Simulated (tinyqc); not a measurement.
Field dependence: Hall effect and magnetoresistance of several carrier groups with constant relaxation times. Computed by tinyqc, a small Python program. Command: `OMP_NUM_THREADS=1 python tinyqc.py 3007546 3007547 out.jsonl hall2 walk`. One thread of a shared host (Intel(R) Xeon(R) Processor @ 2.30GHz), about 0.01 s of CPU time with the checks.

Group 1 has charge -e and group 2 charge -e; s_i is that sign. B lies along z; mu B is formed with mu in m^2/(V s).

Inputs (values chosen for the exercise, for a model conductor): density n1 = 5.3e+15 1/cm^3; mobility mu1 = 19000 cm^2/(V s); density n2 = 6.5e+15 1/cm^3; mobility mu2 = 510 cm^2/(V s).

Carriers: two electron groups. Densities: per volume.

Constants: e = 1.602176634e-19 C.

Method:
- Weak field: R_H(0) = sum s_i n_i mu_i^2/(e (sum n_i mu_i)^2); MR = c B^2 with c = n1 n2 mu1 mu2 (s1 mu1 - s2 mu2)^2/(n1 mu1 + n2 mu2)^2. Strong field: R_H = 1/(e sum s_i n_i); rho_xx saturates at (n1/mu1 + n2/mu2)/(e (sum s_i n_i)^2).
- sigma_xx = sum n_i e mu_i/(1 + mu_i^2 B^2); sigma_xy = sum s_i n_i e mu_i^2 B/(1 + mu_i^2 B^2).
- rho_xx = sigma_xx/(sigma_xx^2 + sigma_xy^2); Hall coefficient R_H = sigma_xy/(B (sigma_xx^2 + sigma_xy^2)), with B in V s/cm^2 (1 T = 1e-4 V s/cm^2); magnetoresistance MR = rho_xx(B)/rho_xx(0) - 1.

saturation MR = 872.922 %

Against the field:
```
B (T)       mu1 B  rho_xx (ohm cm)  R_H (cm^3/C)      MR (%)
0.026  4.9400e-02          0.06001       -1104.7  7.1308e-03
0.079  1.5010e-01          0.06005       -1104.7  6.5829e-02
0.21   3.9900e-01          0.06028       -1104.4  4.6495e-01
0.53   1.0070e+00          0.06178       -1102.8  2.9531e+00
1.3    2.4700e+00          0.07049       -1093.2  1.7470e+01
3.2    6.0800e+00          0.11769       -1041.3  9.6123e+01
7.9    1.5010e+01          0.28521        -857.2  3.7530e+02
21     3.9900e+01          0.50105        -619.9  7.3500e+02
63     1.1970e+02          0.57311        -540.7  8.5509e+02
```

What does the comparison show, and why?

MR starts as B^2.00 and ends as B^0.14; it saturates at 873 %. One group alone would show no magnetoresistance in this model. The rows with mu1 B well above 1 show the semiclassical limit; Landau quantisation is left out.
